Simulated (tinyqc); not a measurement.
Specific resistance of a metal-semiconductor contact and its transmission-line measurement. Changing the contact length d. Computed by tinyqc, a small Python program. Command: `OMP_NUM_THREADS=1 python tinyqc.py 3007091 3007092 out.jsonl contact sweep`. One thread of a shared host (Intel(R) Xeon(R) Processor @ 2.30GHz), about 0.02 s of CPU time with the checks.

The barrier is parabolic (depletion approximation), energies E are normal energies counted from the band edge in the neutral semiconductor (downwards for holes), and the bias is zero. xi is an input, held fixed when other inputs move.

Inputs (values chosen for the exercise, modelled on p-type SiGe):
```
quantity                                           value          unit
tunnelling mass m                                   0.31           m_0
permittivity eps                                      13             -
Richardson constant A*                              31.2  A/(cm^2 K^2)
barrier height phi_B                                0.27            eV
doping N                                         8.7e+17        1/cm^3
Fermi level above the band edge in the bulk, xi   -0.078            eV
temperature T                                        300             K
sheet resistance R_sh                              19000           ohm
contact width W                                     0.68    micrometre
```

Image-force lowering: included.

Constants: hbar = 1.054571817e-34 J s; eps_0 = 8.8541878128e-12 F/m; m_0 = 9.1093837015e-31 kg; k_B = 8.617333262e-05 eV/K; e = 1.602176634e-19 C.

Method:
- E_00 = (e hbar/2) sqrt(N/(eps eps_0 m)); band bending E_b = phi_B + xi; depletion width w = sqrt(2 eps eps_0 E_b/(e^2 N)). Image lowering d_phi = (e^3 N E_b/(8 pi^2 (eps eps_0)^3))^(1/4) (E_b in volts), and E_b - d_phi replaces E_b everywhere except in w.
- WKB transmission for E < E_b, with a = E/E_b: D = exp{-(E_b/E_00) [sqrt(1 - a) - a ln((1 + sqrt(1 - a))/sqrt(a))]}; D = 1 above.
- At zero bias 1/rho_c = (e A*/k_B^2) int D(E) f(E) dE, f = 1/(1 + exp((E - xi)/k_B T)); 200 Gauss-Legendre points from 0 to E_b, and k_B T ln(1 + exp((xi - E_b)/k_B T)) for the part above the barrier; the share of tunnelling is the part below.
- Transmission-line model: transfer length L_T = sqrt(rho_c/R_sh); R_c = (R_sh L_T/W) coth(d/L_T). Limits: rho_c/(W d) for d << L_T, sqrt(rho_c R_sh)/W for d >> L_T.
- Transmission-line model: transfer length L_T = sqrt(rho_c/R_sh); R_c = (R_sh L_T/W) coth(d/L_T). Two contacts a gap s apart give R = 2 R_c + R_sh s/W. A straight-line fit gives R_sh from the slope and R_c from the intercept; the simple reading takes L_x = R_c W/R_sh as the transfer length and rho_c = R_sh L_x^2.

One run for each value:
```
contact length d (micrometre)  contact resistance R_c (ohm)       d/L_T  simple reading over true value
0.036                                                 58115  1.3194e-01                          58.110
0.096                                                 22554  3.5185e-01                           8.753
0.25                                                  10528  9.1627e-01                           1.907
0.68                                                   7729  2.4922e+00                           1.028
1.8                                                    7624  6.5971e+00                           1.000
4.8                                                    7624  1.7592e+01                           1.000
13                                                     7624  4.7646e+01                           1.000
34                                                     7624  1.2461e+02                           1.000
90                                                     7624  3.2986e+02                           1.000
```

Describe and explain the trends.

Over the rows, contact resistance R_c (ohm) falls from 58100 to 7620, flat over part of the range; d/L_T rises from 0.132 to 330 (exponent d ln y / d ln x about 1.00 throughout); simple reading over true value falls from 58.1 to 1.00, flat over part of the range. At the high end the exponent of contact resistance R_c is 0.00, close to 0: a long contact.
